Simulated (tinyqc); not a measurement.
Cluster expansion of a binary alloy: correlations, fit, cross-validation and ground states: one step, computed by the program tinyqc. Command: `OMP_NUM_THREADS=1 python tinyqc.py 3017782 3017783 out.jsonl clex walk`. One thread of a shared host (Intel(R) Xeon(R) Processor @ 2.30GHz), about 0.07 s of CPU time with the checks.

s = +1 for A and -1 for B. Energy per site E = J0 + J1 P(point) + sum over clusters of m V P, with P the mean product of spins; V > 0 on a pair favours unlike neighbours. Clusters per site m: pair 1 4, pair 2 3, pair 3 6, triplet 12; the triplet is two first-neighbour bonds closed by a second-neighbour bond. Formation energies are counted from the line between pure A and pure B, which removes J0 and J1.

Task: The random alloy and its short-range order. Random alloy: P(pair) = p^2, P(triplet) = p^3, p = 1 - 2x, so H_mix = (p^2 - 1) sum m V(pairs) + (p^3 - p) m Vt; G_mix = H_mix + k_B T [x ln x + (1 - x) ln(1 - x)]. To first order in 1/T the Warren-Cowley parameter of shell 1 is alpha_1 = -(1 - p^2) V_eff/(k_B T), V_eff = V1 + (number of triplets on a first-neighbour bond) p Vt, that number being 6.

Inputs (values chosen for the exercise, for a model alloy):
```
quantity                    value  unit
first-pair interaction V1   -7.34   meV
second-pair interaction V2    1.7   meV
third-pair interaction V3     0.2   meV
triplet interaction Vt        1.6   meV
temperature T                 720     K
fraction x of B              0.28     -
```

Lattice: bcc.

Constants: k_B = 8.617333262e-05 eV/K.

Give: mixing enthalpy H_mix; mixing free energy G_mix; alpha_1.

Result:

mixing enthalpy H_mix = 11.78 meV/site

mixing free energy G_mix = -25.01 meV/site

alpha_1 = 0.04050

alpha_1 > 0: like neighbours cluster.
